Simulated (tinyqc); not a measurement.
MOS structure on a p-type body with a surface-enhanced doping, non-linear Poisson equation by Newton steps: course of the Newton iteration.

One dimension, insulator interface at x = 0, acceptor density Na + N0 exp(-x/Ls), net doping C = -(acceptor density). psi is counted from the intrinsic level: n = ni exp((psi - Vb)/Vt), p = ni exp(-psi/Vt); deep in the body psi_b = -Vt ln(Na/ni). The gate acts through Cox = eps0 eox/tox and has the potential psi_G = Vg - (phiM - chi - Vt ln(Nc/ni)). Boltzmann statistics, full ionisation, classical densities, no oxide or interface charge. Acceptors in real wide-gap material are deep and only partly ionised in the neutral body.

a_i = eps0 eps_r/h_i for the interval from node i to i + 1, with h_i = x_(i+1) - x_i in cm.

Start: psi_b + U (1 - x/W)^2 for x < W and psi_b beyond, with U = Vb - 2 psi_b and W = sqrt(2 eps0 eps_r U/(q Na)).

n_i = ni exp((psi_i - Vb)/Vt), p_i = ni exp(-psi_i/Vt), rho_i = p_i - n_i + C_i, g_i = (n_i + p_i)/Vt. Box widths w_i = (h_(i-1) + h_i)/2 in cm. Residual F_i = a_i (psi_(i+1) - psi_i) - a_(i-1) (psi_i - psi_(i-1)) + q rho_i w_i; Jacobian: a_(i-1) and a_i beside the diagonal, b_i = -a_(i-1) - a_i - q g_i w_i on it. Node 0 is free: w_0 = h_0/2, F_0 = a_0 (psi_1 - psi_0) + Cox (psi_G - psi_0) + q rho_0 w_0, b_0 = -a_0 - Cox - q g_0 w_0, with Cox = eps0 eox/tox, psi_G = Vg - (phiM - chi - Vt ln(Nc/ni)). The last node is fixed.

Solve the tridiagonal system a_(i-1) d_(i-1) + b_i d_i + a_i d_(i+1) = -F_i for nodes 0 to 14, with d = 0 on fixed nodes. If the largest |d| exceeds 4 Vt, the whole step is scaled down so that it equals 4 Vt.

Stop when the largest undamped |d| is below 1e-9 V, or after 80 iterations.

Parameters, values chosen for the exercise; band and dielectric values close to those of 4H silicon carbide: temperature T = 300 K; band gap Eg = 3.28 eV; relative permittivity eps_r = 9.74; conduction-band density of states at T Nc = 1.73e19 cm^-3; valence-band density of states at T Nv = 2.51e19 cm^-3; electron affinity chi = 3.54 eV; acceptor density deep in the body Na = 5.4e15 cm^-3; relative permittivity of the gate insulator (close to silicon dioxide) eox = 3.9; insulator thickness tox = 1.8 nm; gate work function phiM = 4.11 eV; electron quasi-Fermi potential against the body Vb = 0.6 V; extra acceptor density at the surface N0 = 1.8e16 cm^-3; decay length Ls = 110 nm; gate voltage against the body Vg = 1.43 V.

Constants: q = 1.602176634e-19 C, kB = 1.380649e-23 J/K, Vt = kB T/q, eps0 = 8.8541878128e-14 F/cm where lengths are in cm. Results are converted to the units shown.

| node | x (nm) | net doping C (cm^-3) |
|---|---|---|
| 0 | 0 | -2.34e16 |
| 1 | 0.8 | -2.32696e16 |
| 2 | 2.1 | -2.30596e16 |
| 3 | 4.22 | -2.27225e16 |
| 4 | 7.67 | -2.21877e16 |
| 5 | 13.3 | -2.13501e16 |
| 6 | 22.4 | -2.00837e16 |
| 7 | 37.3 | -1.82235e16 |
| 8 | 61.5 | -1.56911e16 |
| 9 | 101 | -1.25864e16 |
| 10 | 165 | -9.41634e15 |
| 11 | 269 | -6.96036e15 |
| 12 | 439 | -5.73269e15 |
| 13 | 715 | -5.42706e15 |
| 14 | 1160 | -5.40047e15 |
| 15 | 1900 | -5.40000e15 |

ni = 5.86236e-9 cm^-3

Course of the iteration:

| iteration | largest \|F\| (C/cm^2) | largest \|d\| (V) | at node |
|---|---|---|---|
| 1 | 8.27e-7 | 0.411 | 0 |
| 2 | 6.17e-7 | 0.243 | 0 |
| 3 | 2.61e-7 | 0.112 | 10 |
| 4 | 2.34e-8 | 0.0163 | 10 |
| 5 | 1.96e-9 | 1.32e-3 | 5 |
| 6 | 1.98e-11 | 1.30e-5 | 5 |
| 7 | 1.95e-15 | 1.26e-9 | 5 |
| 8 | < 1e-19 | < 1e-13 | 0 |

Did this iteration meet its convergence test, and what does its course show?

Yes. Converged in 8 iterations. Once the step is below 0.1 Vt, 3 more iteration(s) reach the threshold: near the solution the error is roughly squared each time.

Range of the model: On a fine mesh the surface electron density exceeds 0.3 Nc, so degeneracy and confinement would lower the charge and push it away from the interface.

Computed by the program tinyqc: `OMP_NUM_THREADS=1 python tinyqc.py 2080024 2080025 out.jsonl`, one thread of a shared Intel Xeon 2.30GHz, about 0.6 s for the whole run.
